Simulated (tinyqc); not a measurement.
Estimate of lattice thermal conductivity from elastic moduli (Slack, Klemens and Cahill formulas): one step, computed by the program tinyqc. Command: `OMP_NUM_THREADS=1 python tinyqc.py 3002716 3002717 out.jsonl slack walk`. One thread of a shared host (Intel(R) Xeon(R) Processor @ 2.30GHz), about 0.01 s of CPU time with the checks.

An isotropic solid.

Question. Point defects and grains. High-temperature forms with the classical heat capacity. Klemens: kappa/kappa_0 = arctan(u)/u, u^2 = pi^2 Theta V Gamma kappa_0/(h v_m^2). Grains: 1/kappa_poly = 1/kappa + 1/(C v_m d/3), C = 3 k_B/(n V), the acoustic branches alone.

Inputs (values chosen for the exercise, for a model crystal): volume per atom V = 18.4 angstrom^3; atoms per primitive cell n = 5; temperature T = 700 K; disorder parameter Gamma = 0.032; grain size d = 1500 nm.

Grueneisen parameter: from the Poisson ratio.

kappa of the perfect crystal = 25.33438 W/(m K)

Debye temperature Theta = 666.4036 K

v_m = 5909.264 m/s

Constants: h = 6.62607015e-34 J s; k_B = 1.380649e-23 J/K.

Give: disorder scale u; kappa with point defects; grain-boundary limit; kappa of the polycrystal.

Answer.

disorder scale u = 2.059

kappa with point defects = 13.76 W/(m K)

grain-boundary limit = 1330 W/(m K)

kappa of the polycrystal = 13.62 W/(m K)

Point defects remove 46 % of kappa. Grains remove a further 1 %.
